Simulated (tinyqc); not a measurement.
# Punch-through p+-n junction, ionisation integral and breakdown: what changes with what

A p+ layer at x < 0 and an n drift layer from x = 0 to L on an n+ substrate. Depletion approximation, built-in voltage neglected. Local ionisation coefficients alpha_n = an exp(-(bn/E)^mx), alpha_p = ap exp(-(bp/E)^mx). Electrons move towards +x, holes towards x = 0.

Values chosen for this exercise; material values close to those of gallium arsenide:

| symbol | value | unit | meaning |
|---|---|---|---|
| eps_r | 13.1 |  | relative permittivity |
| an | 2.81e5 | 1/cm | prefactor of the electron ionisation coefficient |
| bn | 6.88e5 | V/cm | field constant for electrons |
| ap | 2.08e5 | 1/cm | prefactor of the hole ionisation coefficient |
| bp | 6.58e5 | V/cm | field constant for holes |
| mx | 1.6 |  | exponent |
| mu | 7660 | cm^2/(V s) | electron mobility of the drift layer |
| N | 3.4e14 | cm^-3 | donor density of the drift layer |
| L | 17 | um | thickness of the drift layer |

Constants: q = 1.602176634e-19 C, eps0 = 8.8541878128e-14 F/cm where lengths are in cm. Results are converted to the units shown.

Each table varies one quantity; the others keep the values above.

## Multiplication against voltage

W = sqrt(2 eps0 eps_r V/(q N)), peak field E0 = q N W/(eps0 eps_r), falling linearly to 0 at W; if W > L the layer is punched through: W = L, E0 = V/L + q N L/(2 eps0 eps_r), falling linearly to E1 = V/L - q N L/(2 eps0 eps_r). G(x) = integral from 0 to x of (alpha_n - alpha_p); I_n = integral of alpha_n exp(-G) (electrons injected at x = 0), I_p = integral of alpha_p exp(G(end) - G) (holes injected at the far edge); M = 1/(1 - I). Integrals on a fine grid; BV is where I_n = 1. Here BV = 359.171 V; the Miller exponent is n = ln(1 - 1/M)/ln(V/BV).

Result of one run:
```
V (V)  E0 (kV/cm)     I_n     I_p   M_n   M_p  Miller n, electrons  Miller n, holes
251           188  0.0249  0.0337  1.03  1.03                 10.3             9.46
```

What becomes of these results when the reverse voltage V is changed from 251 to 345 V, all else the same?

Result of the changed run:
```
V (V)  E0 (kV/cm)    I_n    I_p   M_n   M_p  Miller n, electrons  Miller n, holes
345           243  0.700  0.725  3.34  3.64                 8.85             7.99
```

The whole series:
```
V (V)  E0 (kV/cm)      I_n      I_p   M_n   M_p  Miller n, electrons  Miller n, holes
144           125  5.72e-6  1.30e-5  1.00  1.00                 13.2             12.3
180           146  2.56e-4  4.60e-4  1.00  1.00                 12.0             11.1
216           167  0.00367  0.00560  1.00  1.01                 11.0             10.2
251           188   0.0249   0.0337  1.03  1.03                 10.3             9.46
287           209    0.114    0.138  1.13  1.16                 9.69             8.82
309           222    0.245    0.279  1.32  1.39                 9.36             8.48
330           234    0.464    0.500  1.87  2.00                 9.06             8.18
345           243    0.700    0.725  3.34  3.64                 8.85             7.99
354           248    0.881    0.892  8.41  9.26                 8.72             7.88
```

M_n rises from 1.000 to 8.41 and M_p from 1.000 to 9.26; both diverge at BV. The Miller exponent for electrons falls from 13.2 to 8.72 and that for holes falls from 12.3 to 7.88, so one exponent describes neither over the whole range. The larger multiplication belongs to holes, whose coefficient at the peak field of the last row is 1.05 times the other.

## Effect of the drift doping

Same model as above.

Specific on-resistance Ron = L/(q mu N) with constant mobility and full ionisation.

Effect of the drift doping:
```
N (cm^-3)  BV (V)  E0 at BV (kV/cm)  W at BV (um)  Ron (mohm cm^2)  BV^2/Ron (MW/cm^2)  eps0 eps_r mu E0^3/4 (MW/cm^2)
2.8e13        373               222          17.0             49.5                2.81                            24.5
5.4e13        372               225          17.0             25.7                5.41                            25.4
1e14          372               230          17.0             13.9                9.97                            27.2
2e14          368               240          17.0             6.93                19.6                            30.7
3.8e14        356               254          17.0             3.65                34.7                            36.4
7.4e14        315               272          17.0             1.87                53.1                            44.9
1.4e15        222               293          15.2            0.989                50.0                            56.0
2.7e15        136               319          8.55            0.513                36.2                            72.0
```

BV falls from 373 to 136 V while the critical field rises from 222 to 319 kV/cm. BV goes as N^(0.00) between the first two rows and N^(-0.75) between the last two (a coefficient proportional to E^7 gives -0.75 without punch-through). BV^2/Ron goes from 2.81 through a maximum of 53.1 (at N = 7.4e14 among the rows listed) to 36.2 MW/cm^2; the layer is punched through at breakdown in 6 of the 8 rows.

## Effect of the drift thickness

Same model as above.

The value eps0 eps_r mu E0^3/4 holds for a triangular field; a layer that punches through can exceed it.

Effect of the drift thickness:
```
L (um)  BV (V)  E0 at BV (kV/cm)  W at BV (um)  Ron (mohm cm^2)  BV^2/Ron (MW/cm^2)  eps0 eps_r mu E0^3/4 (MW/cm^2)
8          190               256          8.00             1.92                18.8                            37.2
11         250               253          11.0             2.64                23.6                            35.9
14         306               252          14.0             3.36                28.0                            35.4
19         392               251          19.0             4.55                33.8                            35.2
26         494               251          26.0             6.23                39.2                            35.1
35         591               251          35.0             8.39                41.6                            35.1
47         661               251          47.0             11.3                38.8                            35.1
64         671               251          53.5             15.3                29.4                            35.1
86         671               251          53.5             20.6                21.8                            35.1
```

What does the table show?

BV rises from 190 to 671 V and saturates once L exceeds the free depleted width of 53.5 um, while Ron keeps rising as L. BV^2/Ron goes from 18.8 through a maximum of 41.6 (at L = 35 um among the rows listed) to 21.8 MW/cm^2. The best row has L = 0.65 of that width: the last part of the triangle adds little voltage but its full share of resistance.

Computed by the program tinyqc: `OMP_NUM_THREADS=1 python tinyqc.py 2120030 2120031 out.jsonl`, one thread of a shared Intel Xeon 2.30GHz, about 0.1 s for the whole run.
